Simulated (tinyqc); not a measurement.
Haynes-Shockley experiment: drift, diffusion and decay of a minority-carrier pulse: one step, computed by the program tinyqc.

A thin sheet of excess carriers is made at x = 0, t = 0 in a long uniform bar; injection is low, so the pulse moves with the minority mobility.

Question. Shape in time. dn(x, t) = N0/sqrt(4 pi D t) exp(-(x - v t)^2/(4 D t) - t/tau). Times are 0.7, 0.8, 0.9, 0.95, 1, 1.05, 1.1, 1.2 and 1.4 t_p.

Inputs (values chosen for the exercise, modelled on electrons in p-type germanium in a lightly doped bar): lifetime tau = 140 microsecond; temperature T = 330 K; distance d to the collector = 0.91 cm; injected sheet density N0 = 1.1e+10 1/cm^2.

time of the peak t_p = 9.348332 microsecond

D = 115.1707 cm^2/s

drift velocity v = 97200 cm/s

peak density = 8.842369e+10 1/cm^3

Give: the table «Signal at d» with the columns t (microsecond), dn (1/cm^3), dn/peak, for t/t_p = 0.70, 0.80, 0.90, 0.95, 1.00, 1.05, 1.10, 1.20, 1.40.

Answer.

Signal at d:
```
t/t_p  t (microsecond)  dn (1/cm^3)    dn/peak
0.70              6.54    1.667e+00  1.886e-11
0.80              7.48    5.973e+06  6.755e-05
0.90              8.41    1.047e+10  1.184e-01
0.95              8.88    5.334e+10  6.033e-01
1.00              9.35    8.842e+10  1.000e+00
1.05              9.82    5.598e+10  6.330e-01
1.10             10.28    1.543e+10  1.745e-01
1.20             11.22    1.468e+08  1.660e-03
1.40             13.09    2.609e+01  2.951e-10
```

At 0.9 and 1.1 t_p the signal is 0.118 and 0.175 of its peak: the trailing side is the wider one.
